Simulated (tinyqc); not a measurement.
Born-Mayer model of an ionic crystal AB: one step, computed by the program tinyqc. Command: `OMP_NUM_THREADS=1 python tinyqc.py 3026373 3026374 out.jsonl bornmayer walk`. One thread of a shared host (Intel(R) Xeon(R) Processor @ 2.30GHz), about 0.01 s of CPU time with the checks.

Energies are per ion pair and r is the nearest distance of unlike ions.

Task: Under pressure. Madelung constant M, unlike neighbours z1, like neighbours z2 at f r, volume per pair: rock salt 1.747565, 6, 12, sqrt2, 2 r^3; caesium chloride 1.762675, 8, 6, 2/sqrt3, 8 r^3/(3 sqrt3); zinc blende 1.638055, 4, 12, sqrt(8/3), 16 r^3/(3 sqrt3). U(r) = -M z^2 e^2/(4 pi eps_0 r) + z1 lambda exp(-r/rho). With the volume written as c r^3, under pressure take the root at the minimum of the enthalpy and solve U'(r) + 3 c r^2 P = 0; H = U + P V; B = (U'' - 2 U'/r)/(9 c r).

Inputs (values chosen for the exercise, for a model salt):

| quantity | value | unit |
|---|---|---|
| ionic charge z | 2 | - |
| unlike repulsion lambda | 4560 | eV |
| range rho | 0.289 | angstrom |
| pressure P | 20 | GPa |

Structure: zinc blende. Short range: nearest neighbours only.

Constants: e^2/(4 pi eps_0) = 14.39964548 eV angstrom; 1 eV/angstrom^3 = 160.2176634 GPa.

Give: distance at P; volume at P; enthalpy at P; bulk modulus at P.

Result:

distance at P = 2.273 angstrom

volume at P = 36.17 angstrom^3

enthalpy at P = -29.99 eV per pair

bulk modulus at P = 185.6 GPa
